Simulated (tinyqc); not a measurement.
Velocity against field: two-valley model of the transferred-electron effect. Computed by tinyqc, a small Python program. Command: `OMP_NUM_THREADS=1 python tinyqc.py 3013649 3013650 out.jsonl gunn walk`. One thread of a shared host (Intel(R) Xeon(R) Processor @ 2.30GHz), about 0.01 s of CPU time with the checks.

Both kinds of valley share one electron temperature T_e, and each has a constant mobility.

Inputs (values chosen for the exercise, modelled on GaAs): central-valley mass m1 = 0.068 m_0; satellite-valley mass m2 = 0.23 m_0; satellite valleys Z = 4; valley separation dE = 0.33 eV; central-valley mobility mu1 = 7600 cm^2/(V s); satellite-valley mobility mu2 = 170 cm^2/(V s); energy relaxation time tau_E = 1 ps; lattice temperature T = 300 K; electric field F = 6.9 kV/cm.

Solver: damped fixed point.

Constants: k_B = 8.617333262e-05 eV/K.

Method. Density-of-states ratio R = Z (m2/m1)^(3/2); n2/n1 = R exp(-dE/(k_B T_e)); mean mobility mu = (mu1 + mu2 n2/n1)/(1 + n2/n1); energy balance e mu F^2 = (3/2) k_B (T_e - T)/tau_E; v = mu F.

low-field mobility = 7599.47 cm^2/(V s)

R = 24.8822

The curve:
```
F (kV/cm)  T_e (K)  share in the satellites (%)  v (1e7 cm/s)  low-field line (1e7 cm/s)
0.69           328                   2.1139e-02        0.5243                      0.524
1.70           469                   6.9968e-01        1.2832                      1.292
3.50           861                   2.2579e+01        2.0728                      2.660
4.80          1090                   4.2607e+01        2.1285                      3.648
6.90          1404                   6.1940e+01        2.0685                      5.244
9.70          1795                   7.4654e+01        1.9916                      7.371
14.00         2411                   8.3555e+01        1.9486                     10.639
21.00         3555                   8.9446e+01        2.0038                     15.959
34.00         6362                   9.3165e+01        2.3048                     25.838
69.00        19342                   9.5330e+01        3.5672                     52.436
```

What does the comparison show, and why?

v falls between 4.8 and 14 kV/cm, while the share in the slow valleys goes from 43 to 84 %: transfer outruns the rise of the field. With constant mobilities n2/n1 tends to R and v ends on the line (mu1 + R mu2) F/(1 + R), a mobility of 457; real satellites saturate instead. Rows with T_e above 3000 K lie outside the range of a Maxwellian in parabolic valleys.

Extremes, crossings and ranges named in words are read from the listed rows.
